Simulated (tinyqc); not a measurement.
What each parameter does: valley splitting of a silicon quantum well in envelope theory.

The well lies at 0 < z < L; U(z) = V0 [1/(1 + exp(z/w)) + 1/(1 + exp((L - z)/w))] - e F z, 1 mV/nm = 1e-4 eV/angstrom. The envelope psi solves -(c/ml) psi'' + U psi = E psi, c = hbar^2/2m0, by three-point differences on a grid of 0.1 angstrom from -40 to L + 40 angstrom. The two valleys at +/- k0 couple through D = C0 times the integral of exp(-i q z) U(z) psi^2, q = 2 k0 (2 pi/a), and split by Ev = 2|D|.

Random alloy: with Y(z) = Yw + (Yb - Yw) B(z), B the bracket in U, and in-plane density exp(-r^2/ad^2)/(pi ad^2), D gains a random complex part of variance sigma^2 = (C0^2/pi)(a^2 V0/(8 ad (Yb - Yw)))^2 (4/a) times the integral of psi^4 Y (1 - Y). Alone it gives a mean splitting sqrt(pi) sigma; together with the smooth part the rms splitting is 2 sqrt(|D|^2 + sigma^2).

Constants: hbar^2/2m0 = 3.80998211 eV angstrom^2.

Inputs chosen for the exercise (near those of a strained Si well in SiGe; shifted at random, so the results belong to these values and not to a real crystal): L = 106 angstrom (well width); V0 = 0.19 eV (conduction offset); ml = 0.906 m0 (mass along z); w = 0.5 angstrom (interface width parameter); F = 11.1 mV/nm (field pressing towards the upper interface); k0 = 0.844 2 pi/a (valley position); a = 5.431 angstrom (lattice constant); C0 = 0.251 (Bloch overlap factor); Yb = 0.32 (Ge share of the barrier); Yw = 0.02 (Ge share of the well); ad = 100 angstrom (dot radius).

Orbital spacing, psi^2 at z = L, the smooth splitting and sigma; V0 is held fixed when Yw changes.

Results for these values:
```
case  E2 - E1 (meV)  psi^2(L) (1e-3/angstrom)  2|D| (micro-eV)  sigma (micro-eV)
base          30.07                     5.648            82.97              65.4
```

What happens to each result for w = 0.35 angstrom, all else kept?

Answer: E2 - E1 rises from 30.07 to 30.08; psi^2(L) rises from 5.648 to 5.740; 2|D| rises from 82.97 to 146.22; sigma falls from 65.4 to 65.3.

The same for each parameter in turn:
```
case               E2 - E1 (meV)  psi^2(L) (1e-3/angstrom)  2|D| (micro-eV)  sigma (micro-eV)
base                       30.07                     5.648            82.97              65.4
ad = 140 angstrom          30.07                     5.648            82.97              46.7
Yw = 0.05                  30.07                     5.648            82.97             112.2
L = 112 angstrom           30.07                     5.648            83.04              65.4
V0 = 0.237 eV              30.14                     4.480            82.78              81.3
w = 0.35 angstrom          30.08                     5.740           146.22              65.3
F = 16.65 mV/nm            39.21                     8.504           125.79              70.5
k0 = 0.824 2 pi/a          30.07                     5.648            89.26              65.4
C0 = 0.301                 30.07                     5.648            99.50              78.4
```

(tinyqc, `OMP_NUM_THREADS=1 python tinyqc.py 1251972 1251973 out.jsonl`, Intel(R) Xeon(R) Processor @ 2.30GHz, 1 thread, shared host, about 0.07 s.)
